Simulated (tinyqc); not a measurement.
Coherent transport through a tight-binding region between two chains, step by step. Computed by tinyqc, a small Python program that keeps every step. Settings: temperature = 77, mu = -0.07. Command: `OMP_NUM_THREADS=1 python tinyqc.py 27960 27961 out.jsonl` (the two numbers bound the seeds that draw the settings). One thread of a shared host (Intel(R) Xeon(R) Processor @ 2.60GHz), about 0.07 s of CPU time with the checks.

## Transmission at E = -0.53 eV

H of the central region (eV):
```
           1          2          3
1  -0.810000  -0.750000   0.000000
2  -0.750000   0.930000  -0.720000
3   0.000000  -0.720000  -0.140000
```

Leads: semi-infinite chains with site energy 0:
```
parameter                           value
lead hopping t (eV)              1.590000
coupling to the left lead (eV)   0.930000
coupling to the right lead (eV)  0.740000
left contact site                       1
right contact site                      3
```

E = -0.530000 eV

Surface Green function g = (E - i sqrt(4 t^2 - E^2)) / (2 t^2); self-energy tc^2 g on each contact site; G = (E - H - Sigma)^(-1); Gamma = -2 Im Sigma; T = Gamma_L Gamma_R |G_LR|^2; local density of states -Im G_ii / pi.

g = -0.104822-0.620134i 1/eV

G (1/eV):
```
                    1                    2                    3
1  0.517006-0.664468i   0.602635-0.041341i   0.683462+0.608324i
2  0.602635-0.041341i  -0.327395-0.410536i   0.097259-0.789412i
3  0.683462+0.608324i   0.097259-0.789412i  -0.514720-2.234423i
```

local density of states (1/eV): 0.211507  0.130678  0.711239

transmission = 0.609928

## Transmission across the band

The same steps on a grid of energies.

T(E):
```
E (eV)              T
-3.02100000  0.000096
-2.71890000  0.000556
-2.41680000  0.002042
-2.11470000  0.007233
-1.81260000  0.027148
-1.51050000  0.097273
-1.20840000  0.224863
-0.90630000  0.358520
-0.60420000  0.566884
-0.30210000  0.542677
0.00000000   0.261882
0.30210000   0.136753
0.60420000   0.095629
0.90630000   0.094819
1.20840000   0.166341
1.51050000   0.985746
1.81260000   0.060754
2.11470000   0.008333
2.41680000   0.001895
2.71890000   0.000475
3.02100000   0.000080
```

levels of the isolated region (eV): -1.164206  -0.347794  1.492000

## Current

I = (2e/h) int T(E) [f(E - mu - V/2) - f(E - mu + V/2)] dE at 77 K with mu = -0.07 eV, the bias not changing H; 2e^2/h = 77.48092 microsiemens; the integral runs over the band on 4001 points.

Current:
```
V (volt)  I (microampere)
0.010000         0.243264
0.050000         1.217191
0.100000         2.439802
0.200000         4.921970
0.400000        10.149550
0.800000        21.685007
```
